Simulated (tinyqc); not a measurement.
Hot electrons in a saturated n-channel MOSFET, lucky-electron model: one step of the calculation.

Beyond pinch-off the lateral field grows as Esat cosh(y/l) over the velocity-saturated region (pseudo-two-dimensional model). Impact ionisation in this region gives the substrate current, which biases the body forward through Rsub. Currents are per width. Local-field laws: they overstate ionisation when the field peak is narrower than an energy relaxation length.

Problem. Length and field scales. Cox = 3.9 eps0/tox, l = sqrt(3 tox xj), Esat = 2 vs/mu.

Values chosen for this exercise; values close to those of silicon n-channel devices: channel length L = 1.2 um; oxide thickness tox = 22 nm; junction depth xj = 440 nm; effective mobility mu = 380 cm^2/(V s); saturation velocity vs = 9.4e6 cm/s.

Constants: eps0 = 8.8541878128e-14 F/cm where lengths are in cm. Results are converted to the units shown.

Give: Cox; l; Esat; Esat L.

Solution.

Cox = 0.1570 uF/cm^2
l = 170.4 nm
Esat = 0.04947 MV/cm
Esat L = 5.937 V

Numbers from tinyqc (`OMP_NUM_THREADS=1 python tinyqc.py 2550024 2550025 out.jsonl`; about 0.01 s on one thread of a shared Intel Xeon 2.30GHz).
